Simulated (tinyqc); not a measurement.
Inside a calculation: complex band structure along [001] in sp3s* tight binding. Values are carried at full precision from step to step, so a last printed digit may differ when a step is redone from the rounded ones.

For k = (0, 0, kz) the phase sums are g0 = cos(phi) and g3 = i sin(phi), phi = kz a/4, and the s, pz, s* orbitals of anion (a) and cation (c) decouple from px, py. With z = exp(i phi), H(z) = H0 + z T + T^T/z for any complex z. H0 is diagonal (Esa, Epa, Exa, Esc, Epc, Exc). The anion-cation block is B(z) = z U + W/z and the cation-anion block z W^T + U^T/z, where U has Vss/2 (s,s), Vsapc/2 (s,z), -Vscpa/2 (z,s), Vxx/2 (z,z), Vxapc/2 (s*,z), -Vpaxc/2 (z,s*), and W has the same values with the s-z and s*-z signs reversed. |z| = 1 is a band state, |z| < 1 decays along [001] as exp(-kappa d) over a distance d, kappa = -(4/a) ln|z|. No spin-orbit coupling.

Constants: hbar^2/2m0 = 3.80998211 eV angstrom^2.

Inputs chosen for the exercise (out of a larger set: near a published set for GaAs, fitted to gaps, whose masses and valley positions are rough (light masses up to twice too heavy); not measured data):

| symbol | value | unit | meaning |
|---|---|---|---|
| p | (-8.405, 1.044, -2.643, 3.678, 8.523, 6.718, -6.427, 1.943, 5.109, 4.468, 5.772, 4.821, 4.826) | eV | order Esa, Epa, Esc, Epc, Exa, Exc, Vss, Vxx, Vxy, Vsapc, Vscpa, Vxapc, Vpaxc |
| dE | 0.88 | eV | E - Ev |
| a | 5.651 | angstrom | lattice constant |

## The layer matrices

Parameters in the order Esa, Epa, Esc, Epc, Exa, Exc, Vss, Vxx, Vxy, Vsapc, Vscpa, Vxapc, Vpaxc. Form H0 and T.

diagonal of H0 (eV): sa -8.4050, za 1.0440, s*a 8.5230, sc -2.6430, zc 3.6780, s*c 6.7180

T (eV):
```
          sa      za      s*a       sc      zc      s*c
sa    0.0000  0.0000   0.0000  -3.2135  2.2340   0.0000
za    0.0000  0.0000   0.0000  -2.8860  0.9715  -2.4130
s*a   0.0000  0.0000   0.0000   0.0000  2.4105   0.0000
sc   -3.2135  2.8860   0.0000   0.0000  0.0000   0.0000
zc   -2.2340  0.9715  -2.4105   0.0000  0.0000   0.0000
s*c   0.0000  2.4130   0.0000   0.0000  0.0000   0.0000
```

## Edges at Gamma

At z = 1 the levels follow from the blocks [[Esa, Vss], [Vss, Esc]] and [[Epa, Vxx], [Vxx, Epc]]: Ev is the lower p root, and the direct gap ends at the lower of the upper roots.

Ev = 0.0137 eV
EG (direct gap) = 1.5055 eV

## Complex wave vectors at one energy in the gap

Solve det(H0 - E + z T + T^T/z) = 0 with E = Ev + dE, as the linear problem [[0, 1], [-T^T, E - H0]] x = z [[1, 0], [0, T]] x. Roots come as z, -z, 1/z and conjugates; list those with 0 < |z| < 1 and Re z, Im z >= 0, by falling |z|. Re kz = arg(z)/(pi/2) in units of 2 pi/a, kappa = -(4/a) ln|z|.

Decaying roots:

| Re z | Im z | \|z\| | Re kz (2 pi/a) | kappa (1/angstrom) |
|---|---|---|---|---|
| 0.8711 | 0.0000 | 0.8711 | 0.0000 | 0.0976 |
| 0.1054 | 0.4412 | 0.4536 | 0.8507 | 0.5596 |

The slowest root has kappa = 0.0976 1/angstrom at Re kz = 0.000: a purely imaginary k at Gamma. The probability falls by exp(-2 kappa d), a factor 7.05 over 1 nm.

## The px, py block

For px and py the determinant gives (E - Epa)(E - Epc) = Vxx^2 cos^2(phi) + Vxy^2 sin^2(phi). With phi = i kappa a/4 this is sinh^2(kappa a/4) = ((E - Epa)(E - Epc) - Vxx^2)/(Vxx^2 - Vxy^2), E = Ev + dE. Parameters in the order Esa, Epa, Esc, Epc, Exa, Exc, Vss, Vxx, Vxy, Vsapc, Vscpa, Vxapc, Vpaxc.

sinh^2(kappa a/4) = 0.15035
kappa of the heavy-hole branch = 0.2680 1/angstrom

This branch decays faster than the slowest root of the s-pz block (0.0976), by a factor 2.74 in kappa.

## Band-edge masses of the same block

From the real bands: m/m0 = c h^2/|E(h) - E(0)| with kz = h = 0.001 1/angstrom for level 2 (light hole) and level 3 (electron) of the 6 x 6 matrix; c = hbar^2/2m0.

masses of this model, from the curvature at Gamma (m0): m_lh 0.0871, m_e 0.1153

These are masses of the nearest-neighbour model without spin-orbit coupling, which is fitted to gaps and often gives the electron too heavy.

## Checks

- Largest distance of a level of the 6 x 6 block at kz = 0.37 (2 pi/a) from a level of the full matrix, against zero (eV): both 0.000000.
- Kappa 0.1 meV above Ev against sqrt(m_lh E/c): both 0.001512.

Computed by tinyqc, a small Python program: `OMP_NUM_THREADS=1 python tinyqc.py 1450862 1450863 out.jsonl` (the numbers bound the seed that draws the inputs); one thread of a shared host (Intel(R) Xeon(R) Processor @ 2.30GHz), about 0.01 s for the whole set of steps.
